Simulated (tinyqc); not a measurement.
# Bulk resistivity and mean free path from two films

Problem. In the thick-film limit single-crystal films obey rho = rho0 (1 + 3 (1 - ps) lam/(8 d)). Find rho0, lam and the product rho0 lam.

Parameters, values chosen for the exercise:
- ps = 0.5 (specular share of surface scattering)

rho at d = 87 and 290 nm (uohm cm): 1.8244655  1.7233397

Answer. rho is a straight line in 1/d: the intercept is rho0 and the slope (3/8)(1 - ps) rho0 lam. Without ps only the product (1 - ps) lam could be found.

rho0 = 1.680 uohm cm
lam = 39.90 nm
rho0 lam = 67.03 uohm cm nm

Numbers from tinyqc (`OMP_NUM_THREADS=1 python tinyqc.py 2100029 2100030 out.jsonl`; about 0.01 s on one thread of a shared Intel Xeon 2.30GHz).
